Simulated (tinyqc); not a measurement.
# Magnetoresistance against angle

Conductance G = G0 (1 + P1 P2 cos(phi)) at low bias, phi the angle between the magnetisations, normalised to Rp = RA/area at phi = 0.

Values chosen for this exercise:
```
symbol,value,unit,meaning
Dm,35,nm,diameter
P1,0.53,,spin polarisation of the reference layer
P2,0.71,,spin polarisation of the free layer
RA,12.9,ohm um^2,"resistance-area product, parallel state"
```

Result of one run:
```
phi (degree),R (kohm),R/Rp - 1 (%),share of the full TMR (%)
110,21.179,57.960,48.033
```

What becomes of these results when the angle phi is changed from 110 to 20 degree, all else the same?

Result of the changed run:
```
phi (degree),R (kohm),R/Rp - 1 (%),share of the full TMR (%)
20,13.633,1.6765,1.3894
```

The whole series:
```
phi (degree),R (kohm),R/Rp - 1 (%),share of the full TMR (%)
0,13.408,0,0
20,13.633,1.6765,1.3894
45,14.575,8.7052,7.2143
70,16.349,21.937,18.179
90,18.453,37.630,31.185
110,21.179,57.960,48.033
135,25.144,87.528,72.537
160,28.548,112.92,93.580
180,29.587,120.67,100.00
```

R rises from 13.4 to 29.6 kohm, TMR0 = 121 %. It is the conductance that follows cos(phi), so at 90 degrees R has covered only (1 - P1 P2)/2 = 31.2 % of its range.

Computed by the program tinyqc: `OMP_NUM_THREADS=1 python tinyqc.py 2450147 2450148 out.jsonl`, one thread of a shared Intel Xeon 2.30GHz, about 0.01 s for the whole run.
